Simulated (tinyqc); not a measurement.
# Changing the Ge fraction x

Model: composition and strain of an epitaxial Si(1-x)Ge(x) layer from Raman and X-ray peaks. Computed by tinyqc, a small Python program. Command: `OMP_NUM_THREADS=1 python tinyqc.py 3030961 3030962 out.jsonl epiraman sweep`. One thread of a shared host (Intel(R) Xeon(R) Processor @ 2.30GHz), about 0.01 s of CPU time with the checks.

A (001) layer, biaxially strained in the plane. The Raman peaks follow empirical lines omega = w0 + c1 x + c3 x^3 + b eps (c3 for Si-Ge alone), with eps the in-plane strain.

Inputs (values chosen for the exercise, modelled on silicon-germanium):

| quantity | value | unit |
|---|---|---|
| degree of relaxation R | 0.29 | - |
| Ge fraction y of the buffer | 0.6 | - |
| lattice constant of Si | 5.431 | angstrom |
| lattice constant of Ge | 5.658 | angstrom |
| bowing B | 0.026 | angstrom |
| 2 C12/C11 of Si | 0.773 | - |
| 2 C12/C11 of Ge | 0.753 | - |
| Si-Si: w0 | 520.6 | 1/cm |
| Si-Si: c1 | -69.9 | 1/cm |
| Si-Si: strain coefficient b | -686 | 1/cm |
| Si-Ge: w0 | 400.3 | 1/cm |
| Si-Ge: c1 | 25.2 | 1/cm |
| Si-Ge: c3 | -35 | 1/cm |
| Si-Ge: strain coefficient b | -539 | 1/cm |
| Ge-Ge: w0 | 280.4 | 1/cm |
| Ge-Ge: c1 | 19.4 | 1/cm |
| Ge-Ge: strain coefficient b | -478 | 1/cm |
| X-ray wavelength | 1.540598 | angstrom |

Substrate: relaxed alloy buffer.

Method:
- Relaxed lattice constant a(x) = a_Si + (a_Ge - a_Si) x - B x (1 - x).
- In-plane constant a_par = a_sub + R (a(x) - a_sub); eps = a_par/a(x) - 1; eps_perp = -(2 C12/C11) eps with 2 C12/C11 linear in x; a_perp = a(x) (1 + eps_perp). The buffer has a_sub = a(y).
- Insert x and eps in the three lines; the strain part is b eps.
- Bragg angle theta = arcsin(2 lambda/a) for (004), for the substrate with a_sub and the layer with a_perp; separation in arc seconds.

One run for each value:

| Ge fraction x | Si-Si peak (1/cm) | Si-Ge peak (1/cm) | Ge-Ge peak (1/cm) | in-plane strain eps (per mille) | separation, layer less substrate (arcsec) |
|---|---|---|---|---|---|
| 0.08 | 504.84 | 394.31 | 274.87 | 14.822 | 4520.2 |
| 0.18 | 499.74 | 398.13 | 278.12 | 12.068 | 3663.7 |
| 0.29 | 494.17 | 401.91 | 281.73 | 8.984 | 2713.9 |
| 0.40 | 488.63 | 404.99 | 285.37 | 5.844 | 1756.7 |
| 0.50 | 483.63 | 406.94 | 288.69 | 2.944 | 880.7 |
| 0.71 | 473.23 | 407.44 | 295.74 | -3.286 | -973.7 |
| 0.82 | 467.82 | 405.23 | 299.47 | -6.621 | -1951.9 |
| 0.92 | 462.94 | 401.45 | 302.88 | -9.693 | -2844.4 |

What does the table show, and why?

Over the rows, Si-Si peak (1/cm) falls from 505 to 463 (exponent d ln y / d ln x -0.013 between the first rows and -0.091 between the last); Si-Ge peak (1/cm) goes from 394 through a maximum among these rows, 407 at 0.710, to 401; Ge-Ge peak (1/cm) rises from 275 to 303 (exponent d ln y / d ln x 0.015 between the first rows and 0.098 between the last). Composition and strain both change with x. The Si-Si peak moves by -49.9 per cm per unit x on average, against c1 = -69.9 without strain: eps moves towards compression as x grows, which offsets part of the fall, in proportion to 1 - R. Left out: 0.600 (layer and substrate are lattice matched).

Caution (rows 0.0800, 0.180, 0.820, 0.920): near either end one of the like-atom peaks is weak, since its intensity follows the number of such bonds.

Extremes, crossings and ranges named in words are read from the listed rows.
